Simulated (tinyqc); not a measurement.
Carrier lifetime from Shockley-Read-Hall, radiative, Auger and surface recombination: one step, computed by the program tinyqc. Command: `OMP_NUM_THREADS=1 python tinyqc.py 3022963 3022964 out.jsonl lifetime walk`. One thread of a shared host (Intel(R) Xeon(R) Processor @ 2.30GHz), about 0.02 s of CPU time with the checks.

Energies are counted from the top of the valence band. Boltzmann statistics, full ionisation, and equal excess densities of electrons and holes.

Problem. Equilibrium densities. N_c = 2 M_c (2 pi m_e k_B T/h^2)^(3/2) and N_v = 2 (2 pi m_h k_B T/h^2)^(3/2), masses in units of m_0. n_i = sqrt(N_c N_v) exp(-E_g/2 k_B T); majority density N/2 + sqrt(N^2/4 + n_i^2), minority density n_i^2 over it.

Inputs (values chosen for the exercise, with bands modelled on germanium): gap E_g = 0.665 eV; electron mass m_e = 0.217 m_0; valleys M_c = 4; hole mass m_h = 0.336 m_0; temperature T = 400 K; doping N = 1.3e+18 cm^-3.

Doping: n-type. Surface term: none.

Constants: m_0 = 9.1093837015e-31 kg; k_B = 1.380649e-23 J/K; h = 6.62607015e-34 J s; k_B = 8.617333262e-05 eV/K.

Give: N_c; N_v; n_i; n_0; p_0.

Solution.

N_c = 1.562e+19 cm^-3

N_v = 7.525e+18 cm^-3

n_i = 7.011e+14 cm^-3

n_0 = 1.300e+18 cm^-3

p_0 = 3.781e+11 cm^-3
